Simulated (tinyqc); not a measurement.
Trench capacitor in an array: capacitance, non-linearity, leakage and relaxation: one step of the calculation.

A film between two metal electrodes, each interface adding a series capacitance ci. The small-signal permittivity is ek (1 + aq E^2); the field is found with the linear permittivity. Leakage J = J0 sinh(E/Ef). After a voltage step the film passes a relaxation current kr C V tt^(-nr), tt being the time in seconds. The sidewall is a coaxial capacitor with radii a = dm/2 - t and b = dm/2, depth AR dm; the end face is left out.

Question. Planar capacitance, field and non-linearity. Planar film: Cf = eps0 ek/t, 1/C = 1/Cf + 2/ci, EOT = 3.9 eps0/C, effective permittivity C t/eps0, E = (V/t) C/Cf; quadratic coefficient [C(V)/C - 1]/V^2 with Cf (1 + aq E^2) in C(V).

Values chosen for this exercise; permittivity of the order of that of aluminium oxide:
```
symbol    value       unit                                                             meaning
ek         8.47                                              relative permittivity of the film
t           4.1         nm                                                      film thickness
ci          290    uF/cm^2  capacitance of each electrode interface (dead layer and screening)
aq       0.0039  cm^2/MV^2                     quadratic field coefficient of the permittivity
V           0.8          V                                                                bias
J0      1.2e-10     A/cm^2                                                   leakage prefactor
Ef         0.28      MV/cm                             field for an e-fold rise of the leakage
```

Constants: eps0 = 8.8541878128e-14 F/cm where lengths are in cm. Results are converted to the units shown.

Find: Cf; C; EOT; effective permittivity; E; quadratic coefficient; J.

Answer.

Cf = 1.829 uF/cm^2
C = 1.806 uF/cm^2
EOT = 1.912 nm
effective permittivity = 8.364
E = 1.927 MV/cm
quadratic coefficient = 2.234e4 ppm/V^2
J = 5.846e-8 A/cm^2

The interfaces take 1.25 % of the voltage.

Numbers from tinyqc (`OMP_NUM_THREADS=1 python tinyqc.py 2102193 2102194 out.jsonl`; about 0.01 s on one thread of a shared Intel Xeon 2.30GHz).
